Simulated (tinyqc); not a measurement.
Phase-change memory cell, resistance drift and retention: one step of the calculation.

The amorphous state follows Ra = R0 (t/t0)^nu exp[(q Ec/kB)(1/T - 1/(300 K))], with nu taken as independent of T. An intermediate level follows the logarithmic mixing rule ln R = (1 - fa) ln Rc + fa ln Ra with constant Rc. The time to lose the data by crystallisation is tr = tx exp[(q Ex/kB)(1/T - 1/Tx)]; 1 year = 3.15576e7 s. These are empirical laws.

Task. Retention. tr at T; the ten-year temperature solves tr = 10 years: 1/T10 = 1/Tx + (kB/(q Ex)) ln(10 years/tx).

Inputs (values chosen for the exercise); values of the order found in chalcogenide phase-change cells: activation energy of crystallisation Ex = 2.2 eV; temperature of a bake Tx = 498 K; time to crystallise in that bake tx = 12 s; operating temperature T = 358 K.

Constants: q = 1.602176634e-19 C, kB = 1.380649e-23 J/K. Results are converted to the units shown.

Give: tr; T10; loss of tr per kelvin, q Ex/(kB T^2).

Result.

tr = 193.51 years
T10 = 373.52 K
loss of tr per kelvin, q Ex/(kB T^2) = 19.920 %/K

T lies 15.5 K below T10, so ten years are met.

tinyqc, about 0.01 s, one thread, Intel Xeon 2.30GHz (shared host): `OMP_NUM_THREADS=1 python tinyqc.py 2880019 2880020 out.jsonl`
